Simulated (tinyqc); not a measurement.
Changing the mean composition c0: Cahn-Hilliard equation on a periodic one-dimensional grid. Computed by tinyqc, a small Python program. Command: `OMP_NUM_THREADS=1 python tinyqc.py 3015723 3015724 out.jsonl cahn sweep`. One thread of a shared host (Intel(R) Xeon(R) Processor @ 2.30GHz), about 0.3 s of CPU time with the checks.

Free energy F = h sum_j [A (c_j^2 - 1)^2/4 + (kappa/2) ((c_(j+1) - c_j)/h)^2]; dc/dt = Lap(mu), mu = A (c^3 - c) - kappa Lap(c), Lap(y)_j = (y_(j+1) - 2 y_j + y_(j-1))/h^2, mobility 1; the grid has n = 16 points.

Inputs (values chosen for the exercise, in reduced units):
```
quantity,value,unit
spacing h,1.4,-
well depth A,1.4,-
gradient coefficient kappa,1.2,-
noise amplitude,0.1,-
time step dt,0.16,-
end time,150,-
```

Scheme: semi-implicit Fourier.

random numbers: [0.692, 0.018, 0.469, 0.234, -0.177, 0.035, 0.521, 0.903, -0.304, 0.737, 0.596, 0.854, -0.806, 0.718, 0.540, 0.175]

Method:
- f'' = A (3 c0^2 - 1). Mode m has lambda_m = (4/h^2) sin^2(pi m/n) and the rate w_m = -lambda_m (f'' + kappa lambda_m). In the continuum the fastest wavelength is 2 pi sqrt(2 kappa/|f''|) with the rate f''^2/(4 kappa). Explicit steps near c = +-1, where f'' = 2A, are stable for dt < 2/(16 kappa/h^4 + 8 A/h^2).
- Start: c_j = c0 + amplitude x (z_j - mean of z).
- With Fourier components y_m = sum_j y_j exp(-2 pi i j m/n): c_m(new) = [c_m - dt lambda_m N_m]/(1 + dt kappa lambda_m^2), N = A (c^3 - c), lambda_m = (4/h^2) sin^2(pi m/n).
- Run to the end time; break off if |c| exceeds 3 or F has risen by more than 1e-9 in more than 30 steps. Domains = stretches with c > c0.

One run for each value:
```
mean composition c0,fastest wavelength,largest rate,F at the end,f''
-0.36,10.52,0.1525,2.411,-0.85568
-0.24,9.05,0.2794,4.487,-1.15808
-0.12,8.41,0.3738,4.500,-1.33952
0.00,8.23,0.4083,4.499,-1.40000
0.12,8.41,0.3738,4.500,-1.33952
0.24,9.05,0.2794,4.487,-1.15808
0.36,10.52,0.1525,2.271,-0.85568
```

Describe and explain the trends.

Over the rows, fastest wavelength goes from 10.5 through a minimum among these rows, 8.23 at 0, to 10.5; largest rate goes from 0.153 through a maximum among these rows, 0.408 at 0, to 0.153; F at the end lies between 2.27 and 4.50 without a single trend. The spinodal lies at |c0| = 1/sqrt(3) = 0.577, where the wavelength diverges and the rate vanishes. Left out: -0.480, 0.480 (no mode grows enough within the run).

Extremes, crossings and ranges named in words are read from the listed rows.
